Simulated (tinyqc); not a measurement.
# Finite-difference solution of the diffusion equation on a small grid, step by step

A worked calculation. Computed by tinyqc, a small Python program that keeps every step. Command: `OMP_NUM_THREADS=1 python tinyqc.py 3001922 3001923 out.jsonl fdiff walk`. One thread of a shared host (Intel(R) Xeon(R) Processor @ 2.30GHz), about 0.01 s of CPU time with the checks. Intermediate numbers are printed to about 7 digits and carried at full precision; extremes and crossings named in words are read from the listed rows.

dC/dt = D d2C/dx2 on nodes x_j = j dx, j = 0..9; the far end is sealed.

Inputs (values chosen for the exercise):

| quantity | value | unit |
|---|---|---|
| diffusivity D | 0.41 | nm^2/s |
| grid spacing dx | 5 | nm |
| time step dt | 170 | s |
| final time t_f | 3400 | s |

Boundary at x = 0: sealed surface. Scheme: implicit.

start values C_j, j = 0, 1, ... (% of a reference): 6.81  29.1  70.5  100  74.1  33.7  5.74  0  0  0

## Mesh ratio and operator

The operator M acts as (M C)_j = C_(j-1) - 2 C_j + C_(j+1); at the sealed far end a mirror node gives 2 C_(N-2) - 2 C_(N-1); at j = 0, a mirror node gives 2 C_1 - 2 C_0. r = D dt/dx^2.

mesh ratio r = 2.788

operator M:
```
    0   1   2   3   4   5   6   7
0  -2   2   0   0   0   0   0   0
1   1  -2   1   0   0   0   0   0
2   0   1  -2   1   0   0   0   0
3   0   0   1  -2   1   0   0   0
4   0   0   0   1  -2   1   0   0
5   0   0   0   0   1  -2   1   0
6   0   0   0   0   0   1  -2   1
7   0   0   0   0   0   0   1  -2
8   0   0   0   0   0   0   0   1
9   0   0   0   0   0   0   0   0

    8   9
0   0   0
1   0   0
2   0   0
3   0   0
4   0   0
5   0   0
6   0   0
7   1   0
8  -2   1
9   2  -2
```

## Amplification factors

The mode of M with eigenvalue mu has its amplitude multiplied per step by g = (1 + (1 - theta) r mu)/(1 - theta r mu), with theta = 0 explicit, 1 implicit, 1/2 Crank-Nicolson; the explicit scheme is stable for r up to 2/|mu_min|.

eigenvalues mu of M: -4.000000  -3.879385  -3.532089  -3.000000  -2.347296  -1.652704  -1.000000  -0.467911  -0.120615  0.000000

factors g: 0.082291  0.084633  0.092187  0.106792  0.132551  0.178325  0.263992  0.433927  0.748350  1.000000

largest stable r of the explicit scheme = 0.5

The smallest factor is 0.082: no mode changes sign, and all decay but one with mu = 0 where there is such a mode.

## Time step 1

C at the start (%): 6.81  29.10  70.50  100.00  74.10  33.70  5.74  0.00  0.00  0.00

With r = D dt/dx^2: (1 - theta r M) C(new) = (1 + (1 - theta) r M) C(old); theta = 0 explicit, 1 implicit, 1/2 Crank-Nicolson.

C after step 1 (%): 38.54218  44.23303  55.35180  61.03721  52.74745  36.79895  21.96198  12.94351  8.56761  7.26475

## Time step 2

The formulas are those given above.

C after step 2 (%): 45.40073  46.63074  48.72076  48.43237  43.62286  35.54055  27.00688  20.28271  16.19097  14.83358

## All steps

The run takes n = round(t_f/dt) steps of length t_f/n. The dose is the trapezoidal sum of C dx; the error is the largest difference from exp(M D t/dx^2) C(0), the exact time evolution on the same grid.

Course of the run:

| step | t (s) | C_1 | C_5 | dose (% nm) | largest error |
|---|---|---|---|---|---|
| 1 | 170 | 44.23303 | 36.79895 | 1582.725 | 9.813752 |
| 2 | 340 | 46.63074 | 35.54055 | 1582.725 | 4.321588 |
| 3 | 510 | 45.43475 | 34.60805 | 1582.725 | 2.782984 |
| 4 | 680 | 43.49484 | 34.27465 | 1582.725 | 2.280438 |
| 5 | 850 | 41.65602 | 34.26734 | 1582.725 | 1.822803 |
| 6 | 1020 | 40.12916 | 34.38714 | 1582.725 | 1.469619 |
| 7 | 1190 | 38.92555 | 34.53611 | 1582.725 | 1.194393 |
| ... | ... | ... | ... | ... | ... |
| 14 | 2380 | 35.67262 | 35.07927 | 1582.725 | 0.254946 |
| 15 | 2550 | 35.54661 | 35.10246 | 1582.725 | 0.200170 |
| 16 | 2720 | 35.45228 | 35.11984 | 1582.725 | 0.156518 |
| 17 | 2890 | 35.38167 | 35.13287 | 1582.725 | 0.121941 |
| 18 | 3060 | 35.32883 | 35.14263 | 1582.725 | 0.094694 |
| 19 | 3230 | 35.28928 | 35.14994 | 1582.725 | 0.073324 |
| 20 | 3400 | 35.25968 | 35.15540 | 1582.725 | 0.056629 |

C at the end (%): 35.26533  35.25968  35.24342  35.21850  35.18793  35.15540  35.12483  35.09991  35.08365  35.07800

largest error at t_f = 0.05662928 %

final dose = 1582.725 % nm

final C_5 = 35.15540 %

The time-step error at the end is 0.057 on a scale of 35.3. Both ends are sealed, so the dose is conserved exactly, whatever the step.

## The three schemes as the step is halved

Each run reaches t_f in n equal steps; errors are the largest difference from exp(M D t_f/dx^2) C(0). A dash marks unstable explicit runs.

Largest error at t_f (%):

| steps n | r | explicit | implicit | Crank-Nicolson |
|---|---|---|---|---|
| 4 | 13.94000 | - | 0.5675875 | 1.459278e+01 |
| 8 | 6.97000 | - | 0.1974360 | 1.394690e+00 |
| 16 | 3.48500 | - | 0.0754799 | 1.991884e-02 |
| 32 | 1.74250 | - | 0.0318895 | 9.116735e-04 |
| 64 | 0.87125 | - | 0.0145026 | 2.289072e-04 |
| 128 | 0.43562 | 0.006198113 | 0.0068956 | 5.728866e-05 |
| 256 | 0.21781 | 0.003185251 | 0.0033597 | 1.432603e-05 |

From the last two rows, halving the step divides the error by 1.95 (explicit), 2.05 (implicit), 4.00 (Crank-Nicolson): a factor 2 marks first order in dt and 4 second order. The explicit scheme needs n of at least 112 to be stable; the other two are stable at any step.

Checks made by the program: matrix exponential against 4096 Crank-Nicolson steps (relative difference 2e-09).
